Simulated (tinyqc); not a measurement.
Approximations against the iterative solution: electron mobility of a polar semiconductor by Rode's iterative solution of the Boltzmann equation. Computed by tinyqc, a small Python program. Command: `OMP_NUM_THREADS=1 python tinyqc.py 3005830 3005831 out.jsonl rode walk`. One thread of a shared host (Intel(R) Xeon(R) Processor @ 2.30GHz), about 0.01 s of CPU time with the checks.

The distribution is f(E) + e F l(E) (-df/dE) cos(theta) for a weak field F, theta counted from the force; l(E) is a mean free path. Elastic processes enter by their momentum rate, polar optical phonons by out- and in-scattering terms. One valley only: where upper valleys lie close, measured mobilities are lower. The density n is prescribed, even where a narrow-gap material would have more intrinsic carriers.

Inputs (values chosen for the exercise, modelled on InSb): effective mass m = 0.0136 m_0; non-parabolicity alpha = 5.9 1/eV; static permittivity eps_s = 16.8; high-frequency permittivity eps_inf = 15.7; density rho = 5780 kg/m^3; sound velocity v_l = 3860 m/s; acoustic deformation potential D_A = 8.9 eV; optical phonon energy hbar w = 24.3 meV; electron density n = 5.6e+14 1/cm^3; compensation ratio C = 0.59; temperature T = 200 K; grid points per phonon energy s = 6; iteration cap = 200.

Band: Kane. Elastic processes: acoustic, impurity.

Constants: k_B = 8.617333262e-05 eV/K; m_0 = 9.1093837015e-31 kg; e = 1.602176634e-19 C; hbar = 1.054571817e-34 J s; eps_0 = 8.8541878128e-12 F/m; k_B = 1.380649e-23 J/K; hbar = 6.582119569e-16 eV s.

Method:
- Kane band: hbar^2 k^2/(2 m) = E (1 + alpha E), speed v = hbar k/(m (1 + 2 alpha E)), states per spin, volume and energy g(E) = m k (1 + 2 alpha E)/(2 pi^2 hbar^2); overlap factors are set to 1. Masses are multiplied by m_0 and all formulas are in SI units.
- The reduced Fermi level eta = E_F/(k_B T) solves n = 2 Z int g f dE with f = 1/(1 + exp(x - eta)) (Z = 1 unless valleys are given); screening length L_s = sqrt(eps_s eps_0 k_B T/(e^2 dn/deta)), dn/deta = 2 Z int g f (1 - f) dE.
- Integrals over x = E/(k_B T) use 160 Gauss-Legendre points in u = sqrt(x) from 0 to sqrt(max(eta, 0) + 32).
- N_I = n (1 + C)/(1 - C).
- Phonon occupation N_q = 1/(exp(hbar w/(k_B T)) - 1).
- Acoustic deformation potential (elastic, equipartition, absorption and emission together): 1/tau = 2 pi k_B T D_A^2 g(E)/(hbar rho v_l^2).
- Singly charged impurities, momentum relaxation: 1/tau = N_I e^4 m (1 + 2 alpha E) Phi/(8 pi (eps_s eps_0)^2 hbar^3 k^3), with alpha = 0 for a parabolic band.
- Brooks-Herring: Phi = ln(1 + b) - b/(1 + b), b = 4 k^2 L_s^2.
- Polar optical, unscreened: W = e^2 w (1/eps_inf - 1/eps_s) m (1 + 2 alpha E') ln|(k + k')/(k - k')| / (4 pi eps_0 hbar^2 k), times N_q for absorption (E' = E + hbar w) and N_q + 1 for emission (E' = E - hbar w > 0), with alpha = 0 for a parabolic band; mean cosine of the angle <cos> = (k^2 + k'^2)/(2 k k') - 1/ln|(k + k')/(k - k')|.
- Energy grid E_j = (j + 1/2) hbar w/s, j = 0, 1, ..., up to (max(eta, 0) + 18) k_B T, so that E_j +/- hbar w are grid points; l = 0 beyond the grid; integrals are sums times the spacing.
- With f' = f(E'): out-scattering S_o = sum over absorption and emission of W (1 - f')/(1 - f); nu = sum of elastic rates; the in-scattering weights are c+ = W_abs <cos> (1 - f')/(1 - f) for E' = E + hbar w and c- likewise for emission.
- Iteration: l_new(E) = [v(E) + c+ l(E + hbar w) + c- l(E - hbar w)]/(nu + S_o), from l = 0.
- mu = e sum g v l f (1 - f) / (3 k_B T sum g f) over the grid; stop when mu changes by less than 1e-8 of itself.
- Self-energy RTA: l = v/(nu + S_o), the first iteration. Momentum RTA: l = v/(nu + S_o - c+ v(E + hbar w)/v - c- v(E - hbar w)/v), listed only where the denominator is positive on the whole grid. The polar-only value solves the same system with nu = 0; the elastic value takes l = v/nu.

reduced Fermi level eta = -3.99577

ionised impurity density N_I = 2.17171e+15 1/cm^3

screening length L_s = 169.499 nm

mobility mu = 128632 cm^2/(V s)

Mobilities:
```
method                              mu (cm^2/(V s))  deviation (%)
iterative solution                       1.2863e+05           0.00
self-energy RTA                          8.5542e+04         -33.50
momentum RTA                             1.3016e+05           1.19
polar phonons alone, exact               2.3206e+05          80.41
elastic processes alone                  4.6126e+05         258.59
Matthiessen's rule on the last two       1.5439e+05          20.02
```

self-energy RTA mobility = 85542 cm^2/(V s)

polar-phonon mobility = 2.3206e+05 cm^2/(V s)

elastic mobility = 4.6126e+05 cm^2/(V s)

error of the self-energy RTA = -33.499 %

What does the comparison show, and why?

The self-energy RTA is 33.5 % low: it counts every polar event as a full loss of current, though forward events keep part of it. Here hbar w/k_B T = 1.41. Matthiessen's rule is 20.0 % high. The momentum RTA deviates by +1.2 %.
